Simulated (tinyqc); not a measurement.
Donor or exciton in a quantum well (variational effective-mass method). From one set of inputs to another, one input at a time. Computed by tinyqc, a small Python program. Command: `OMP_NUM_THREADS=1 python tinyqc.py 3012159 3012160 out.jsonl welldonor ladder`. One thread of a shared host (Intel(R) Xeon(R) Processor @ 2.30GHz), about 0.06 s of CPU time with the checks.

Electron and hole in their lowest subbands f(z) = cos(pi z/L); relative in-plane motion exp(-rho/lambda) (separable trial function), H = -nabla_rho^2 - 2/sqrt(rho^2 + (z_e - z_h)^2) in effective units. Mass and screening are the same in well and barrier; l = L/a* is the width in effective units. Bands are flat: no polarisation or applied field.

The inputs printed are set A. Inputs not listed in the table keep their values of set A, so the rows need not describe a real material.

Inputs (values chosen for the exercise, modelled on GaN):
```
quantity                 value  unit
electron mass m          0.194   m_0
dielectric constant eps   9.33     -
well width L               3.4    nm
in-plane hole mass m_h   0.707   m_0
```

Centre: exciton. Barriers: infinite.

Constants: Ry = 13.605693123 eV; a_0 = 0.529177210903 angstrom.

Method:
- mu = m m_h/(m + m_h) takes the place of m; Ry* = Ry m/eps^2, a* = a_0 eps/m; l = L/a*.
- k = pi/l; f = cos(k z) inside and zero outside.
- Binding E_b(lambda) = -1/lambda^2 + (8/lambda^2) int_0^l P(z) g(z) dz, with P(z) = (2/l) [(1 - z/l)(1 + cos(2 pi z/l)/2) + (3/(4 pi)) sin(2 pi z/l)] the distribution of |z_e - z_h| and g(z) = int_z^infinity exp(-2 sqrt(r^2 - z^2)/lambda) dr = int_0^infinity exp(-2 rho/lambda) rho/sqrt(rho^2 + z^2) d rho; 40 Gauss-Legendre points in z and 40 in t with rho = lambda t/(1 - t).
- Golden-section search for the maximum over lambda from 0.3 to 4, 40 steps.

Each row keeps all changes above it:
```
input moved                    from     to  binding energy (meV)  radius lambda a* (nm)  binding in Ry*
set A                             -      -                 48.28                  2.886           2.029
in-plane hole mass m_h (m_0)  0.707  0.195                 36.06                  3.995           2.372
well width L (nm)               3.4    1.8                 43.05                  3.457           2.832
dielectric constant eps        9.33   8.14                 54.68                  3.102           2.738
electron mass m (m_0)         0.194   0.17                 51.95                  3.275           2.786
```

Which inputs carry the difference?

Binding energy goes from 48.3 to 52.0, a factor 1.08 in all. The largest single move comes from in-plane hole mass m_h (a factor 0.747), but it runs against the net change; the largest move in the direction of the net change is dielectric constant eps (a factor 1.27). Radius lambda a* goes from 2.89 to 3.27, a factor 1.13 in all. The largest single move comes from in-plane hole mass m_h (a factor 1.38), and well width L works against it (a factor 0.865). Binding in Ry* goes from 2.03 to 2.79, a factor 1.37 in all. The largest single move comes from well width L (a factor 1.19), and dielectric constant eps works against it (a factor 0.967). The single moves hold for this order of the switches; the total does not depend on the order.

Caution (all rows): so narrow a well has large confinement energy, where non-parabolicity and barrier penetration matter.

Extremes, crossings and ranges named in words are read from the listed rows.
